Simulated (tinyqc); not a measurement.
Charge control and current of a heterostructure field-effect transistor. Changing the barrier thickness d. Computed by tinyqc, a small Python program. Command: `OMP_NUM_THREADS=1 python tinyqc.py 3027449 3027450 out.jsonl hemt sweep`. One thread of a shared host (Intel(R) Xeon(R) Processor @ 2.30GHz), about 0.02 s of CPU time with the checks.

Two subbands in a triangular well; E_F is counted from the conduction band edge of the channel at the interface.

Inputs (values chosen for the exercise, modelled on AlGaN/GaN):
```
quantity                                  value        unit
channel mass m                              0.2         m_0
permittivity eps (barrier and channel)     9.62           -
Schottky barrier phi_B                      1.3          eV
conduction band offset dE_c                0.32          eV
polarisation charge sigma/e             1.3e+13      1/cm^2
gate voltage V_G                             -1           V
mobility mu                                1500  cm^2/(V s)
saturation velocity v_s                     1.2    1e7 cm/s
gate length L                              1500          nm
source resistance R_S                      0.49      ohm mm
temperature T                                77           K
mixing                                      0.3           -
iteration cap                               200           -
```

Charge source: polarisation. Velocity law: two-piece.

Constants: e = 1.602176634e-19 C; eps_0 = 8.8541878128e-12 F/m; k_B = 8.617333262e-05 eV/K; hbar = 1.054571817e-34 J s; m_0 = 9.1093837015e-31 kg; k_B = 1.380649e-23 J/K.

Method:
- Threshold V_T = phi_B - dE_c - sigma d/(eps eps_0) (in volts); C_b = eps eps_0/d.
- Charge control: n_s = C_b (V_G - V_T - E_F/e)/e. Well: mean field F = e n_s/(2 eps eps_0), E_i = (hbar^2/2m)^(1/3) [(3 pi e F/2)(i + 3/4)]^(2/3), i = 0, 1; n_s = D k_B T sum_i ln(1 + exp((E_F - E_i)/k_B T)), D = m/(pi hbar^2), which is solved in closed form for E_F.
- Iteration from n_s = C_b (V_G - V_T)/(2e): E_F from n_s, n_out from the charge control, n_new = n_s + mixing (n_out - n_s), kept above n_s/10; stop when |n_out/n_s - 1| < 1e-9.
- C_g = e dn_s/dV_G = 1/(1/C_b + 1/C_q), 1/C_q = d(E_F/e)/d(e n_s) by a central difference of +/- 0.1 % in n_s; added distance dd = eps eps_0/C_q.
- With V = e n_s/C_g and V_c = v_s L/mu: for v = mu F up to v_s, I/W = C_g v_s V_c (sqrt(1 + (V/V_c)^2) - 1) and V_Dsat = V + V_c - sqrt(V^2 + V_c^2); g_m = dI/dV; extrinsic g_m/(1 + g_m R_S); f_T = g_m/(2 pi C_g L).

One run for each value; columns: (1) barrier thickness d (nm); (2) sheet density n_s (1/cm^2); (3) threshold voltage V_T (V); (4) gate capacitance C_g (microfarad/cm^2); (5) intrinsic g_m (mS/mm):
```
(1)          (2)      (3)      (4)     (5)
9.9   1.7842e+12   -1.441  0.69239  270.31
13.0  4.0817e+12   -2.199  0.56952  472.49
18.0  6.3273e+12   -3.422  0.43071  460.46
24.0  7.8831e+12   -4.889  0.33149  379.41
33.0  9.2115e+12   -7.089  0.24588  289.33
44.0  1.0125e+13   -9.779  0.18675  221.99
60.0  1.0872e+13  -13.692  0.13830  165.21
```

Over the rows, sheet density n_s (1/cm^2) rises from 1.78e12 to 1.09e13 (exponent d ln y / d ln x 3.0 between the first rows and 0.23 between the last); threshold voltage V_T (V) falls from -1.44 to -13.7 (exponent d ln y / d ln x 1.6 between the first rows and 1.1 between the last); gate capacitance C_g (microfarad/cm^2) falls from 0.692 to 0.138 (exponent d ln y / d ln x -0.72 between the first rows and -0.97 between the last). At the high end the exponent of gate capacitance C_g is -0.97, close to -1: a thick barrier. n_s approaches sigma/e = 1.3e13 from below and reaches 84 % of it in the last row; the threshold is zero at d = eps eps_0 (phi_B - dE_c)/sigma = 4.01 nm. Left out: 4.00, 5.40, 7.30 (the gate voltage is too near the threshold).

Caution (rows 24.0, 33.0, 44.0, 60.0): E_F lies above the conduction band minimum of the barrier, so electrons would spill into the barrier.

Extremes, crossings and ranges named in words are read from the listed rows.
